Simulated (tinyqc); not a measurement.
Inside a calculation. Model: threshold-voltage variability of a planar MOSFET, analytic estimates.

Program tinyqc, `OMP_NUM_THREADS=1 python tinyqc.py 2090045 2090046 out.jsonl`; Intel Xeon 2.30GHz, shared host, one thread, about 0.01 s. Printed values are rounded.

Three independent sources add in quadrature: random dopants in the depleted layer, metal-gate grains of two orientations, and roughness of the two gate edges acting through the roll-off VT = VT(long) - Vr exp(-L/l). These are first-order estimates: no three-dimensional electrostatics, no percolation.

Inputs (values chosen for the exercise); material values close to those of silicon:
```
symbol,value,unit,meaning
T,300,K,temperature
Eg,1.13,eV,band gap
eps_r,11.5,,relative permittivity of the semiconductor
Nc,2.85e19,cm^-3,conduction-band density of states at T
Nv,2.66e19,cm^-3,valence-band density of states at T
Na,9.1e17,cm^-3,channel doping
ti,2.3,nm,oxide-equivalent thickness in inversion
L,25,nm,gate length
W,44,nm,gate width
G,5,nm,metal grain size
dW,0.2,eV,work-function difference of the two grain orientations
p,0.6,,share of the orientation of higher work function
De,0.8,nm,rms roughness of one gate edge
La,10,nm,correlation length of the roughness
l,5.4,nm,decay length of the threshold roll-off
Vr,2.9,V,prefactor of the roll-off
n,1.12,,subthreshold factor
gI,5,1/V,gm/I of a matched pair
sb,0.6,%,spread of the gain factor of one device
Nb,268435456,,number of cells
Y,0.999,,wanted yield
```

Constants: q = 1.602176634e-19 C, kB = 1.380649e-23 J/K, Vt = kB T/q, eps0 = 8.8541878128e-14 F/cm where lengths are in cm. Results are converted to the units shown.

Range of the model: The depletion depth exceeds L, so source and drain share much of the charge and the dopant estimate is rough.

## Random dopants

ni = sqrt(Nc Nv) exp(-Eg/(2 Vt)), Eg in volts; Cox = 3.9 eps0/ti; Wd = sqrt(4 eps0 eps_r Vt ln(Na/ni)/(q Na)); dopants: s1 = (q/Cox) sqrt(Na Wd/(3 L W)). The slope A1 = s1 sqrt(L W); mean number of dopants Na L W Wd.

Cox = 1.50136 uF/cm^2
Wd = 36.4980 nm
mean number of dopants = 36.5345
A1 = 1.12284 mV um
s1 = 33.8550 mV

Counting alone, 1/sqrt(N) of the depletion voltage q Na Wd/Cox = 354 mV, would give sqrt(3) times more: dopants deep in the layer act less on the surface.

## Metal grains and edge roughness

Grains: Ng = L W/G^2 (at least 1), s2 = dW sqrt(p (1 - p)/Ng). Edges, with exponential correlation and u = W/La: the mean gate length has sL^2 = 2 De^2 (2/u)[1 - (1 - exp(-u))/u]; s3 = sL (Vr/l) exp(-L/l).

Ng = 44
s2 = 14.7710 mV
sL = 0.671722 nm
dVT/dL = 5.24061 mV/nm
s3 = 3.52023 mV

## Total spread, mismatch and leakage

s = sqrt(s1^2 + s2^2 + s3^2). For a pair: s(dVT) = sqrt(2) s; current mismatch sqrt(2) sqrt((gI s)^2 + sb^2); input offset = current mismatch/gI. For a Gaussian VT the off current is log-normal with mean/median = exp(s^2/(2 (n Vt)^2)).

s = 37.1044 mV
s(dVT) = 52.4736 mV
current mismatch = 26.2505 %
input offset = 52.5010 mV
mean/median of Ioff = 2.27300

The dopants give 83.3 % of the variance; without them s would be 15.2 mV. A current mismatch this large is beyond the linear estimate.

## Iteration 1: margin in standard deviations for the wanted yield

k at the start = 4

Cells fail independently with probability Q(k) = erfc(k/sqrt(2))/2 when the margin is k standard deviations, and Y = exp(-Nb Q(k)). phi = exp(-k^2/2)/sqrt(2 pi). Newton steps on ln Q(k) = ln(-ln(Y)/Nb): k(new) = k + [ln Q - ln(-ln(Y)/Nb)] Q/phi.

Q(k) = 3.16712e-5
phi = 1.33830e-4
k after iteration 1 = 7.77585

## Iteration 2: margin in standard deviations for the wanted yield

As before.

Q(k) = 3.74701e-15
phi = 2.96033e-14
k after iteration 2 = 6.90218

## Course of the iteration: margin in standard deviations for the wanted yield

Stop when k changes by less than 1e-9, or after 30 iterations.

Course of the iteration:
```
iteration,k,|change|
1,7.77585,3.78
2,6.90218,0.874
3,6.84886,0.0533
4,6.84866,2.00e-4
5,6.84866,2.80e-9
6,6.84866,< 1e-12
```

Converged in 6 iterations. At the end the number of correct digits about doubles with each step. With s(dVT) = 52.5 mV, 6.85 standard deviations are 359 mV.
